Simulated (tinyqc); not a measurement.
From results back to parameters: bond-orbital model of a tetrahedral semiconductor (Harrison's universal couplings). Four cases, with inputs chosen for the exercise.

Problem. In the bond-orbital model the bond-antibond splitting is 2 sqrt(V2^2 + V3^2), Z* = 4 ap - (Z - 4) with ap = V3/sqrt(V2^2 + V3^2), and V2 = 3.22 x 2c/d^2, c = hbar^2/2m0. The values below come from a hidden bond length and V3.

Constants: hbar^2/2m0 = 3.80998211 eV angstrom^2.

Case 1.

Values chosen (out of a larger set: near tabulated values for GaAs; the model gives trends, and its gaps can be far from the real ones; not measured data): Z = 5 (valence electrons of the anion).

splitting = 9.35874 eV
Z* = 0.89449 e

Case 2.

Values chosen (out of a larger set: near tabulated values for InSb; the model gives trends, and its gaps can be far from the real ones; not measured data): Z = 5 (valence electrons of the anion).

splitting = 7.18727 eV
Z* = 0.96598 e

Case 3.

Values chosen (out of a larger set: near tabulated values for GaN; the model gives trends, and its gaps can be far from the real ones; not measured data): Z = 5 (valence electrons of the anion).

splitting = 16.27437 eV
Z* = 1.43696 e

Case 4.

Values chosen (out of a larger set: near tabulated values for CdTe; the model gives trends, and its gaps can be far from the real ones; not measured data): Z = 6 (valence electrons of the anion).

splitting = 9.59329 eV
Z* = 1.03129 e

Find: V2, V3; d.

Solution. ap = (Z* + Z - 4)/4; V3 = ap times half the splitting, V2 = sqrt(1 - ap^2) times it, and d = sqrt(6.44 c/V2).

Case 1.

V2, V3 (eV): 4.121  2.216

d = 2.440 angstrom

Case 2.

V2, V3 (eV): 3.130  1.766

d = 2.800 angstrom

Case 3.

V2, V3 (eV): 6.453  4.957

d = 1.950 angstrom

Case 4.

V2, V3 (eV): 3.130  3.635

d = 2.800 angstrom

Computed by tinyqc, one run a case: `OMP_NUM_THREADS=1 python tinyqc.py N N+1 out.jsonl` with N = 1451612, 1451614, 1451720, 1451728; one thread of a shared Intel(R) Xeon(R) Processor @ 2.30GHz, about 0.01 s a run at most.
